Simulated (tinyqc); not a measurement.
From results back to parameters: Boltzmann transport in a parabolic band with a power-law relaxation time. Three cases, with inputs chosen for the exercise.

Problem. The Seebeck coefficient and the Hall density nH = n/rH are given; md is hidden (a Pisarenko analysis).

F_j(eta) = (1/Gamma(j + 1)) integral_0^infinity x^j dx/(1 + exp(x - eta)), which tends to exp(eta) for eta << 0.

n = N F_1/2(eta) with N = 2 (m kB T/(4 pi c))^(3/2) with c = hbar^2/2m0, in 1/angstrom^3; times 1e24 for 1/cm^3, m = md.

tau = tau0 x^r with x = E/kT. With K_j = Gamma(j + 1) F_j(eta): <tau> = tau0 (r + 3/2) K_(r+1/2)/((3/2) K_(1/2)); mu = <tau>/(mc m0/e), m0/e = 5.685630e-12 kg/C; Hall factor rH = (3/2) K_(1/2) (2r + 3/2) K_(2r+1/2)/((r + 3/2) K_(r+1/2))^2; Seebeck S = -(kB/e) [(r + 5/2) K_(r+3/2)/((r + 3/2) K_(r+1/2)) - eta]; Lorenz number L = (kB/e)^2 [(r + 7/2) K_(r+5/2)/((r + 3/2) K_(r+1/2)) - ((r + 5/2) K_(r+3/2)/((r + 3/2) K_(r+1/2)))^2]; kB/e in V/K. Valley anisotropy is left out of rH.

Constants: hbar^2/2m0 = 3.80998211 eV angstrom^2; kB = 8.617333262e-05 eV/K.

Case 1.

Values chosen (out of a larger set: masses near those of SiC; tau0 is set for a mobility of the usual size at this n, kL is a free input; freeze-out and phonon drag, which matter near 77 K, are left out; not measured data): r = 1.5 (exponent of tau); T = 400 K.

S = -646.855 microvolt/K
nH = 4.3132e+17 1/cm^3

Case 2.

Values chosen (out of a larger set: masses near those of InAs; tau0 is set for a mobility of the usual size at this n, kL is a free input; freeze-out and phonon drag, which matter near 77 K, are left out; not measured data): r = 0 (exponent of tau); T = 200 K.

S = -138.358 microvolt/K
nH = 1.9000e+17 1/cm^3

Case 3.

Values chosen (out of a larger set: masses near those of Si; tau0 is set for a mobility of the usual size at this n, kL is a free input; freeze-out and phonon drag, which matter near 77 K, are left out; not measured data): r = 0 (exponent of tau); T = 300 K.

S = -196.528 microvolt/K
nH = 3.6000e+19 1/cm^3

Find: eta; rH; n; md.

Solution. S depends on eta alone and |S| falls steadily with it; eta gives rH and so n, and N = n/F_1/2(eta) gives md from N proportional to md^(3/2).

Case 1.

eta = -3.50
rH = 1.924
n = 8.3e+17 1/cm^3
md = 0.802 m0

Case 2.

eta = 2.21
rH = 1.000
n = 1.9e+17 1/cm^3
md = 0.027 m0

Case 3.

eta = 0.82
rH = 1.000
n = 3.6e+19 1/cm^3
md = 1.016 m0

Computed by tinyqc, one run a case: `OMP_NUM_THREADS=1 python tinyqc.py N N+1 out.jsonl` with N = 1680782, 1680788, 1680806; one thread of a shared Intel(R) Xeon(R) Processor @ 2.30GHz, about 0.02 s a run at most.
